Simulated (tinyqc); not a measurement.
Signal and retention of a DRAM cell: two steps of the calculation.

A stored one starts at Vd and leaks: Cs dV/dt = -I(V), I = a sqrt((V + Vb)/(Vd + Vb)) + b, with a = Ig exp[-(Eg1 q/kB)(1/T - 1/T0)] (generation in a depletion layer) and b = Is exp[-(Es q/kB)(1/T - 1/T0)]. The bit line is precharged to Vd/2, and charge sharing gives the signal (V - Vd/2) Cs/(Cs + Cb).

Parameters, values chosen for the exercise:
```
symbol,value,unit,meaning
Vd,1,V,array voltage
Cs,16,fF,cell capacitance
Cb,81,fF,bit-line capacitance
dm,40,mV,smallest signal that the sense amplifier resolves
Vb,1.44,V,built-in plus back-bias voltage of the storage junction
Ig,7.9,fA,junction leakage at V = Vd and T0
Is,0.12,fA,voltage-independent leakage at T0
Es,0.31,eV,activation energy of Is
T0,358,K,reference temperature
T,358,K,temperature
Eg1,0.51,eV,activation energy of Ig
```

Constants: q = 1.602176634e-19 C, kB = 1.380649e-23 J/K. Results are converted to the units shown.

Problem 1. Signal and margin. The cell fails below Vc = Vd/2 + dm (Cs + Cb)/Cs.

Give: transfer ratio; signal of a fresh one; Vc; charge that may be lost; the same in electrons.

Solution 1.

transfer ratio = 0.16495
signal of a fresh one = 82.474 mV
Vc = 0.74250 V
charge that may be lost = 4.1200 fC
the same in electrons = 25715

Problem 2. Retention time. With s = sqrt((Vc + Vb)/(Vd + Vb)), the time from Vd to Vc is t = [2 Cs (Vd + Vb)/a] [1 - s - (b/a) ln((a + b)/(a s + b))].

Vc = 0.7425 V

Give: a; b; retention time; estimate with the current held at a + b.

Solution 2.

a = 7.900 fA
b = 0.1200 fA
retention time = 0.5278 s
estimate with the current held at a + b = 0.5137 s

Range of the model: Real arrays also hold a tail of unusually leaky cells and cells whose retention varies in time, which this model lacks.

Program tinyqc, `OMP_NUM_THREADS=1 python tinyqc.py 2130071 2130072 out.jsonl`; Intel Xeon 2.30GHz, shared host, one thread, about 0.01 s.
